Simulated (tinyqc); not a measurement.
# Worked calculation: on-chip interconnect, size-dependent resistivity and RC delay

tinyqc, about 0.01 s, one thread, Intel Xeon 2.30GHz (shared host): `OMP_NUM_THREADS=1 python tinyqc.py 2100131 2100132 out.jsonl` Printed values are rounded.

A rectangular line between two neighbours and two ground planes. Surface and grain-boundary scattering are added to the bulk resistivity as corrections; capacitances are parallel-plate values without fringing; inductance is ignored.

Values chosen for this exercise; metal values close to those of copper:
```
symbol,value,unit,meaning
rho0,1.68,uohm cm,bulk resistivity
lam,40.6,nm,bulk mean free path
ps,0,,specular share of surface scattering
Rg,0.52,,reflection coefficient of grain boundaries
gr,1.5,,grain size over the metal width
wd,9.6,nm,drawn line width
AR,1.8,,"aspect ratio, height over width"
tl,1.9,nm,"liner on both walls and the bottom, not conducting"
sp,19,nm,space to the neighbouring lines
hd,10,nm,dielectric height to the planes above and below
ek,2.2,,relative permittivity of the dielectric
Mf,1,,Miller factor of the neighbours
Lw,5.9,um,line length
Rd,1000,ohm,driver resistance
Cl,0.39,fF,load capacitance
dt,1.3,ps,time step
```

Constants: eps0 = 8.8541878128e-12 F/m. Results are converted to the units shown.

Range of the model: The metal width is under the mean free path, where the thick-limit surface term and the simple sum of corrections lose accuracy.

## Resistivity, resistance and capacitance per length

Metal width x = wd - 2 tl, height y = AR wd - tl; grain boundaries (Mayadas-Shatzkes): al = (lam/(gr x)) Rg/(1 - Rg), g = 1/[1 - 3 al/2 + 3 al^2 - 3 al^3 ln(1 + 1/al)] - 1; surfaces (Fuchs-Sondheimer, thick limit): s = (3/8) lam (1 - ps)(1/x + 1/y); rho = rho0 (1 + g + s); r = rho/(x y); c = eps0 ek (2 wd/hd + 2 Mf AR wd/sp).

x = 5.8 nm
y = 15.38 nm
al = 5.05556
g = 6.80114
s = 3.61492
rho = 19.1790 uohm cm
r = 2150.01 ohm/um
c = 0.0728318 fF/um

rho is 11.4 times the bulk value; grain boundaries add more (6.80 against 3.61). The liner takes 46.2 % of the cross-section.

## Ladder and Elmore delays

6 equal pi sections: series Rs = r Lw/6; node capacitances c Lw/6, halved at nodes 0 and 6, with Cl added to node 6; Rd feeds node 0. Elmore delay of node k: the sum, over the resistors on the path to k, of resistance times all capacitance downstream of it.

Rs = 2114.18 ohm

```
node     C (fF)  Elmore delay (ps)
0     0.0358089           0.819707
1     0.0716179            2.47701
2     0.0716179            3.98290
3     0.0716179            5.33738
4     0.0716179            6.54044
5     0.0716179            7.59209
6      0.425809            8.49233
```

The far-end value equals Rd (c Lw + Cl) + r Lw (c Lw/2 + Cl) for any number of pi sections; the line resistance contributes 90.3 % of it.

## Step 1: node voltages after a time step

v at t = 0, node 0 to 6 (V): 0  0  0  0  0  0  0

A 1 V step is applied behind Rd at t = 0. C dv/dt = -G v + b, with G the conductance matrix of the ladder (1/Rs between neighbours, 1/Rd added at node 0) and b = (1 V/Rd, 0, ...). Trapezoidal step: (C/dt + G/2) v(new) = (C/dt - G/2) v + b.

v at t = 1 dt, node 0 to 6 (V): 1.61877  1.00133  0.61714  0.37670  0.22402  0.12352  0.05179

Node 0 overshoots the 1 V source: the trapezoidal rule rings on modes much faster than dt.

## Step 2: node voltages after a time step

As before.

v at t = 2 dt, node 0 to 6 (V): 0.321401  0.661252  0.688633  0.588911  0.450871  0.313492  0.191594

## Course in time

A 1 V step is applied behind Rd at t = 0. C dv/dt = -G v + b, with G the conductance matrix of the ladder (1/Rs between neighbours, 1/Rd added at node 0) and b = (1 V/Rd, 0, ...). Trapezoidal step: (C/dt + G/2) v(new) = (C/dt - G/2) v + b. The last column solves the same ladder exactly by its modes.

Voltages (V):
```
t (ps)  node 0  node 3  node 6  node 6, exact
1.300    1.619  0.3767  0.0518         0.0634
2.600    0.321  0.5889  0.1916         0.2000
3.900    1.492  0.5540  0.3301         0.3248
5.200    0.455  0.6914  0.4298         0.4309
6.500    1.414  0.6974  0.5222         0.5204
7.800    0.550  0.7708  0.5968         0.5958
9.100    1.354  0.7928  0.6602         0.6594
10.40    0.623  0.8318  0.7142         0.7130
11.70    1.306  0.8571  0.7587         0.7581
13.00    0.681  0.8774  0.7973         0.7961
14.30    1.265  0.9011  0.8288         0.8282
15.60    0.729  0.9111  0.8561         0.8552
```

The far end of the ladder reaches 0.5 V at 6.183 ps, 0.728 of its Elmore delay (ln 2 = 0.693 for a single pole); the slowest mode has a time constant of 7.598 ps. The largest error of the trapezoidal steps at that node is 12 mV. Node 0 swings up and down from step to step: the trapezoidal rule does not damp modes much faster than dt, so these swings are numerical.
